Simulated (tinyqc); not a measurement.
Worked calculation (part 2 of 2): UHF in the sto-3g basis, for BeH, spin multiplicity 2. Computed by tinyqc, a small Python program that keeps every step (integrals from PySCF). Command: `OMP_NUM_THREADS=1 python tinyqc.py 25988 25989 out.jsonl` (the two numbers bound the seeds that draw the settings). One thread of a shared host (Intel(R) Xeon(R) Processor @ 2.60GHz), about 0.1 s of CPU time with the checks.

Geometry (angstrom):
```
atom         x         y         z
Be    0.000000  0.000000  0.000000
H     0.000000  0.000000  2.487000
```

## Iteration 34 (converged): orbitals

converged F(alpha) (hartree):
```
            1Be 1s     1Be 2s   1Be 2px   1Be 2py    1Be 2pz      2H 1s
1Be 1s   -4.487633  -1.270867  0.000000  0.000000  -0.000606  -0.024185
1Be 2s   -1.270867  -0.577342  0.000000  0.000000   0.131395  -0.102946
1Be 2px   0.000000   0.000000  0.220761  0.000000   0.000000   0.000000
1Be 2py   0.000000   0.000000  0.000000  0.220761   0.000000   0.000000
1Be 2pz  -0.000606   0.131395  0.000000  0.000000   0.155060  -0.136486
2H 1s    -0.024185  -0.102946  0.000000  0.000000  -0.136486  -0.445956
```

converged F(beta) (hartree):
```
            1Be 1s     1Be 2s   1Be 2px   1Be 2py    1Be 2pz      2H 1s
1Be 1s   -4.485371  -1.270581  0.000000  0.000000  -0.000485  -0.023093
1Be 2s   -1.270581  -0.559032  0.000000  0.000000  -0.145169  -0.102855
1Be 2px   0.000000   0.000000  0.225146  0.000000   0.000000   0.000000
1Be 2py   0.000000   0.000000  0.000000  0.225146   0.000000   0.000000
1Be 2pz  -0.000485  -0.145169  0.000000  0.000000   0.188925  -0.068550
2H 1s    -0.023093  -0.102855  0.000000  0.000000  -0.068550   0.265103
```

X:
```
                 1          2          3         4          5         6
1Be 1s   -0.674161   0.467646   0.000000  0.000000  -0.396547  0.492664
1Be 2s    0.791342  -0.275154   0.000000  0.000000  -0.245185  0.573407
1Be 2px   0.000000   0.000000  -0.582440  0.812874   0.000000  0.000000
1Be 2py   0.000000   0.000000   0.812874  0.582440   0.000000  0.000000
1Be 2pz   0.307390   0.714311   0.000000  0.000000   0.615803  0.226569
2H 1s    -0.505671  -0.619844   0.000000  0.000000   0.519316  0.378253
```

Diagonalise F' = X^T F X, C = X C', fill 3 alpha and 2 beta electrons from the bottom; D(s) = C_occ C_occ^T. Each column has its largest component positive (the first on a tie).

F' = X^T F X (alpha) (hartree):
```
           1          2         3         4          5          6
1  -0.972022   0.899192  0.000000  0.000000  -0.728777   1.378143
2   0.899192  -0.742577  0.000000  0.000000   0.955498  -0.903630
3   0.000000   0.000000  0.220761  0.000000   0.000000   0.000000
4   0.000000   0.000000  0.000000  0.220761   0.000000   0.000000
5  -0.728777   0.955498  0.000000  0.000000  -1.139480   1.301861
6   1.378143  -0.903630  0.000000  0.000000   1.301861  -2.095990
```

orbital energies (alpha) (hartree): MO1 -4.490498, MO2 -0.454915, MO3 -0.269650, MO4 0.220761, MO5 0.220761, MO6 0.264994

coefficients C (alpha):
```
               MO1        MO2        MO3        MO4       MO5        MO6
1Be 1s    0.992659  -0.048521  -0.274797   0.000000  0.000000  -0.099568
1Be 2s    0.027033   0.151324   0.968760   0.000000  0.000000   0.358772
1Be 2px   0.000000   0.000000   0.000000  -0.632979  0.774169   0.000000
1Be 2py   0.000000   0.000000   0.000000   0.774169  0.632979   0.000000
1Be 2pz  -0.000310   0.051115  -0.336609   0.000000  0.000000   0.958832
2H 1s    -0.002202   0.960209  -0.177960   0.000000  0.000000  -0.314641
```

F' = X^T F X (beta) (hartree):
```
           1          2         3         4          5          6
1  -0.929860   0.954661  0.000000  0.000000  -1.036502   1.153288
2   0.954661  -0.402263  0.000000  0.000000   0.837425  -1.154541
3   0.000000   0.000000  0.225146  0.000000   0.000000   0.000000
4   0.000000   0.000000  0.000000  0.225146   0.000000   0.000000
5  -1.036502   0.837425  0.000000  0.000000  -0.806928   1.384831
6   1.153288  -1.154541  0.000000  0.000000   1.384831  -2.045528
```

orbital energies (beta) (hartree): MO1 -4.488250, MO2 -0.271671, MO3 0.205053, MO4 0.225146, MO5 0.225146, MO6 0.370288

coefficients C (beta):
```
               MO1        MO2        MO3        MO4       MO5        MO6
1Be 1s    0.992654  -0.272366   0.115653   0.000000  0.000000   0.015261
1Be 2s    0.027054   0.953986  -0.418392   0.000000  0.000000  -0.070505
1Be 2px   0.000000   0.000000   0.000000  -0.510213  0.860048   0.000000
1Be 2py   0.000000   0.000000   0.000000   0.860048  0.510213   0.000000
1Be 2pz   0.001322   0.305369   0.740770   0.000000  0.000000  -0.627124
2H 1s    -0.002355   0.121939   0.459374   0.000000  0.000000   0.909272
```

D(alpha) after iteration 34:
```
            1Be 1s     1Be 2s   1Be 2px   1Be 2py    1Be 2pz      2H 1s
1Be 1s    1.063239  -0.246720  0.000000  0.000000   0.089711   0.000126
1Be 2s   -0.246720   0.962125  0.000000  0.000000  -0.318366  -0.027158
1Be 2px   0.000000   0.000000  0.000000  0.000000   0.000000   0.000000
1Be 2py   0.000000   0.000000  0.000000  0.000000   0.000000   0.000000
1Be 2pz   0.089711  -0.318366  0.000000  0.000000   0.115918   0.108985
2H 1s     0.000126  -0.027158  0.000000  0.000000   0.108985   0.953676
```

D(beta) after iteration 34:
```
            1Be 1s     1Be 2s   1Be 2px   1Be 2py    1Be 2pz      2H 1s
1Be 1s    1.059544  -0.232978  0.000000  0.000000  -0.081860  -0.035549
1Be 2s   -0.232978   0.910821  0.000000  0.000000   0.291353   0.116264
1Be 2px   0.000000   0.000000  0.000000  0.000000   0.000000   0.000000
1Be 2py   0.000000   0.000000  0.000000  0.000000   0.000000   0.000000
1Be 2pz  -0.081860   0.291353  0.000000  0.000000   0.093252   0.037233
2H 1s    -0.035549   0.116264  0.000000  0.000000   0.037233   0.014875
```

Within a degenerate level the vectors are fixed only up to a rotation; this is one choice.

## Convergence

Stop when the energy changes by less than 1e-08 hartree and every element of the error matrix X^T (F D S - S D F) X (for each spin) is below 3e-05.

Course of the cycle:
```
iteration   E (hartree)     change  largest element of the error matrix
1           -4.01934870          -                             1.60e-02
2          -13.90738732  -9.89e+00                             1.47e-01
3          -14.36156115  -4.54e-01                             8.32e-02
4          -14.43821913  -7.67e-02                             1.13e-01
5          -14.57162991  -1.33e-01                             9.51e-02
6          -14.73156527  -1.60e-01                             8.65e-02
7          -14.78196881  -5.04e-02                             4.26e-02
8          -14.80801459  -2.60e-02                             2.95e-02
9          -14.82090165  -1.29e-02                             1.85e-02
10         -14.82527201  -4.37e-03                             1.04e-02
11         -14.82648336  -1.21e-03                             5.67e-03
12         -14.82681564  -3.32e-04                             3.21e-03
13         -14.82692467  -1.09e-04                             1.93e-03
14         -14.82697269  -4.80e-05                             1.33e-03
...                 ...        ...                                  ...
21         -14.82704387  -1.99e-06                             2.80e-04
22         -14.82704517  -1.30e-06                             2.25e-04
23         -14.82704601  -8.41e-07                             1.81e-04
24         -14.82704655  -5.46e-07                             1.46e-04
25         -14.82704691  -3.53e-07                             1.17e-04
26         -14.82704714  -2.29e-07                             9.44e-05
27         -14.82704728  -1.48e-07                             7.58e-05
28         -14.82704738  -9.54e-08                             6.09e-05
29         -14.82704744  -6.15e-08                             4.89e-05
30         -14.82704748  -3.97e-08                             3.93e-05
31         -14.82704751  -2.56e-08                             3.15e-05
32         -14.82704752  -1.65e-08                             2.53e-05
33         -14.82704753  -1.06e-08                             2.03e-05
34         -14.82704754  -6.86e-09                             1.63e-05
```

PySCF UHF in the same basis, after a stability check = -14.82704755 hartree

Converged in 34 iterations.

## Populations, bond orders and dipole

overlap S:
```
           1Be 1s    1Be 2s   1Be 2px   1Be 2py   1Be 2pz     2H 1s
1Be 1s   1.000000  0.259517  0.000000  0.000000  0.000000  0.004644
1Be 2s   0.259517  1.000000  0.000000  0.000000  0.000000  0.125280
1Be 2px  0.000000  0.000000  1.000000  0.000000  0.000000  0.000000
1Be 2py  0.000000  0.000000  0.000000  1.000000  0.000000  0.000000
1Be 2pz  0.000000  0.000000  0.000000  0.000000  1.000000  0.183060
2H 1s    0.004644  0.125280  0.000000  0.000000  0.183060  1.000000
```

Mulliken: Z minus the diagonal of D S on the atom; Loewdin: the same with S^(1/2) D S^(1/2); Mayer order: 2 sum_s sum (D(s) S)_ij (D(s) S)_ji over the two atoms.

Charges (e):
```
atom   Mulliken    Loewdin  Mulliken spin
1Be    0.006316   0.003678       0.065866
2H    -0.006316  -0.003678       0.934134
```

Mayer bond orders:
```
pair     order
2-1   0.127354
```

dipole moment about the origin, x y z (debye): 0.000000  0.000000  -0.102060

<S^2> of the determinant (pure state: 0.75) = 1.047938
